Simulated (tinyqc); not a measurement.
Extended Hueckel theory, for BeH2, step by step. One step of it, computed by the program tinyqc.

Question. Wolfsberg-Helmholz matrix. H_ij = K' S_ij (H_ii + H_jj)/2 for i != j (the diagonal keeps H_ii), with K' = 2.

overlap S, lower triangle:
```
           1Be 2s   1Be 2px    1Be 2py   1Be 2pz     2H 1s     3H 1s
1Be 2s   1.000000
1Be 2px  0.000000  1.000000
1Be 2py  0.000000  0.000000   1.000000
1Be 2pz  0.000000  0.000000   0.000000  1.000000
2H 1s    0.437852  0.000000   0.532544  0.000000  1.000000
3H 1s    0.437852  0.000000  -0.532544  0.000000  0.025671  1.000000
```

diagonal H_ii (eV): 1Be 2s -10.000000, 1Be 2px -6.000000, 1Be 2py -6.000000, 1Be 2pz -6.000000, 2H 1s -13.600000, 3H 1s -13.600000

K = 2.000000

Give: H.

Answer.

H (eV), lower triangle:
```
          1Be 2s  1Be 2px  1Be 2py  1Be 2pz    2H 1s    3H 1s
1Be 2s   -10.000
1Be 2px    0.000   -6.000
1Be 2py    0.000    0.000   -6.000
1Be 2pz    0.000    0.000    0.000   -6.000
2H 1s    -10.333    0.000  -10.438    0.000  -13.600
3H 1s    -10.333    0.000   10.438    0.000   -0.698  -13.600
```
